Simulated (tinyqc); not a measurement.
Sharing a fixed EOT between the layers.

Without charge in the stack, a voltage of 0.8 V over an EOT of 1.2 nm gives F1 = (V/EOT)(3.9/e1) and F2 = F1 e1/e2; t2 = e2 (EOT/3.9 - t1/e1).

Parameters, values chosen for the exercise: relative permittivity of layer 1 e1 = 3.88; relative permittivity of layer 2 e2 = 25.7.

Results:
```
t1 (nm)	t2 (nm)	physical thickness (nm)	drop over layer 1 (V)	drop over layer 2 (V)
0	7.9077	7.9077	0	0.80000
0.14	6.9804	7.1204	0.093814	0.70619
0.29	5.9868	6.2768	0.19433	0.60567
0.43	5.0595	5.4895	0.28814	0.51186
0.58	4.0659	4.6459	0.38866	0.41134
0.72	3.1386	3.8586	0.48247	0.31753
1.01	1.2177	2.2277	0.67680	0.12320
```

Estimate the missing row, t1 = 0.87 nm.

Computed row:
```
t1 (nm)	t2 (nm)	physical thickness (nm)	drop over layer 1 (V)	drop over layer 2 (V)
0.87	2.1451	3.0151	0.58299	0.21701
```

With this row back in the table: Each 0.1 nm of layer 1 costs 0.662 nm of layer 2, so the physical thickness falls from 7.91 to 2.23 nm. The fields do not change, 6.70 MV/cm in layer 1 and 1.01 MV/cm in layer 2, and layer 1 takes half of the voltage at t1 = 0.597 nm.

tinyqc, about 0.01 s, one thread, Intel Xeon 2.30GHz (shared host): `OMP_NUM_THREADS=1 python tinyqc.py 2010128 2010129 out.jsonl`
